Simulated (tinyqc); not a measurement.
Solid solubility of a dopant against its melt (retrograde solidus), clustering and the electrically active fraction: one step, computed by the program tinyqc.

Task: Liquidus and solidus at T. x_l and x_s are atom fractions of the dopant in melt and solid; the solid is dilute. Liquidus of the host: R T ln(1 - x_l) + L x_l^2 = -H_f (1 - T/T_m). Distribution: k = x_s/x_l = exp[L (1 - x_l)^2/(R T)] exp(S/k_B - H/(k_B T)), the first factor being the activity coefficient in the melt. Solubility = x_s N0; at T_m x_l = 0.

Inputs (values chosen for the exercise, of the order of those of gallium in silicon for the solubility): melting point of the host T_m = 1687 K; heat of melting of the host H_f = 50.2 kJ/mol; interaction L of the melt = 3.2 kJ/mol; enthalpy of transfer from melt to solid H = 0.658 eV; entropy of transfer S = -0.61 k_B; site density N0 = 5e+22 1/cm^3; temperature T = 1260 K.

Constants: R = 8.314462618 J/(mol K); k_B = 8.617333262e-05 eV/K.

Give: x_l; distribution coefficient k; x_s; solubility; k at the melting point.

Result:

x_l = 0.7495

distribution coefficient k = 0.001293

x_s = 9.690e-04

solubility = 4.845e+19 1/cm^3

k at the melting point = 0.007386

k has changed by a factor 0.18 from its value at T_m, while x_l has grown from 0 to 0.750.
